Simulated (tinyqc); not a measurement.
p-n diode, drift-diffusion by the Gummel loop with Scharfetter-Gummel fluxes: two steps of the calculation.

Abrupt junction at x = 0, p side from -Lp, n side to Ln, ohmic contacts. psi is counted from the intrinsic level; n = ni exp((psi - phin)/Vt), p = ni exp((phip - psi)/Vt). Contacts: p side psi = V - Vt ln(Na/ni), p = Na, n = ni^2/Na; n side psi = Vt ln(Nd/ni), n = Nd, p = ni^2/Nd. Constant mobilities, D = mu Vt, Boltzmann statistics, SRH recombination through a mid-gap level, U = (n p - ni^2)/(tp (n + ni) + tn (p + ni)). Current is positive from the p contact to the n contact.

Inputs (values chosen for the exercise); band and dielectric values close to those of cadmium telluride:
```
symbol,value,unit,meaning
T,300,K,temperature
eps_r,10,,relative permittivity
Na,4.5e17,cm^-3,acceptor density of the p side
Nd,1.1e16,cm^-3,donor density of the n side
mup,55,cm^2/(V s),hole mobility
tn,1e-7,s,SRH lifetime of electrons
tp,6e-9,s,SRH lifetime of holes
G,0,cm^-3 s^-1,uniform generation rate
V,0.77,V,bias of the p contact
```

Constants: q = 1.602176634e-19 C, kB = 1.380649e-23 J/K, Vt = kB T/q, eps0 = 8.8541878128e-14 F/cm where lengths are in cm. Results are converted to the units shown.

Problem 1. Poisson equation. With phin and phip held, solve a_i (psi_(i+1) - psi_i) - a_(i-1) (psi_i - psi_(i-1)) + q w_i (p_i - n_i + C_i) = 0 for the inner nodes by Newton steps to convergence; a_i = eps0 eps_r/h_i, h_i = x_(i+1) - x_i, w_i = (h_(i-1) + h_i)/2, C = -Na or +Nd.

```
node  x (nm)  phin at the start (V)  phip at the start (V)
0      -2200                   0.77                   0.77
1      -1040                      0                   0.77
2       -490                      0                   0.77
3       -224                      0                   0.77
4      -97.2                      0                   0.77
5      -36.2                      0                   0.77
6         -7                      0                   0.77
7          7                      0                   0.77
8         32                      0                   0.77
9       76.5                      0                   0.77
10       156                      0                   0.77
11       297                      0                   0.77
12       550                      0                   0.77
13      1000                      0                      0
```

ni = 1.7058535e6 cm^-3

Find: psi; n after Poisson; p after Poisson.

Solution 1.

```
node  psi (V)  n after Poisson (cm^-3)  p after Poisson (cm^-3)
0      0.0901                 6.467e-6                 4.500e17
1      0.0901                  5.573e7                 4.500e17
2      0.0901                  5.573e7                 4.500e17
3      0.0901                  5.573e7                 4.500e17
4      0.0901                  5.573e7                 4.500e17
5      0.0903                  5.614e7                 4.467e17
6      0.0982                  7.616e7                 3.293e17
7      0.1680                  1.135e9                 2.210e16
8      0.2635                 4.561e10                 5.498e14
9      0.4012                 9.370e12                 2.677e12
10     0.5491                 2.858e15                  8.774e9
11     0.5824                 1.036e16                  2.422e9
12     0.5839                 1.099e16                  2.282e9
13     0.5839                 1.100e16                 2.645e-4
```

Problem 2. Hole continuity. With psi and the new n held, F_i = (mup Vt/h_i) [p_(i+1) B(-d_i) - p_i B(d_i)], d_i = (psi_(i+1) - psi_i)/Vt, B(d) = d/(exp(d) - 1); solve F_i - F_(i-1) = w_i [(n_i p_i - ni^2)/den_i - G] for the new p, with den = tp (n + ni) + tn (p + ni) taken at the new n and the old p, h_i = x_(i+1) - x_i, w_i = (h_(i-1) + h_i)/2; phip = psi + Vt ln(p/ni).

```
node  x (nm)     psi (V)  new n (cm^-3)  p after Poisson (cm^-3)
0      -2200  0.09013253   6.4665248e-6                   4.5e17
1      -1040  0.09013253    2.9325466e7             4.5000000e17
2       -490  0.09013253    4.3343279e7             4.5000000e17
3       -224  0.09013253    5.0161519e7             4.4999998e17
4      -97.2  0.09013357    5.3424073e7             4.4998195e17
5      -36.2  0.09032114    5.5389871e7             4.4672882e17
6         -7  0.09820609    7.6023573e7             3.2929315e17
7          7  0.16803693    1.1344006e9             2.2104274e16
8         32  0.26353233   4.5612542e10             5.4982444e14
9       76.5  0.40119573   9.3698081e12             2.6765830e12
10       156  0.54908344   2.8584946e15              8.7735749e9
11       297  0.58235954   1.0355030e16              2.4219359e9
12       550  0.58389928   1.0990510e16              2.2818980e9
13      1000  0.58392159         1.1e16             2.6453965e-4
```

ni = 1.7058535e6 cm^-3

Wanted: new p; phip after round 1.

Solution 2.

```
node  new p (cm^-3)  phip after round 1 (V)
0         4.5000e17                 0.77000
1         4.5000e17                 0.77000
2         4.5000e17                 0.77000
3         4.5000e17                 0.77000
4         4.4998e17                 0.77000
5         4.4673e17                 0.77000
6         3.2929e17                 0.77000
7         2.2104e16                 0.77000
8         5.4982e14                 0.77000
9         2.6763e12                 0.77000
10         8.7061e9                 0.76980
11         2.1123e9                 0.76646
12         1.2085e9                 0.75357
13        2.6454e-4                 0.00000
```

Program tinyqc, `OMP_NUM_THREADS=1 python tinyqc.py 2240161 2240162 out.jsonl`; Intel Xeon 2.30GHz, shared host, one thread, about 0.2 s.
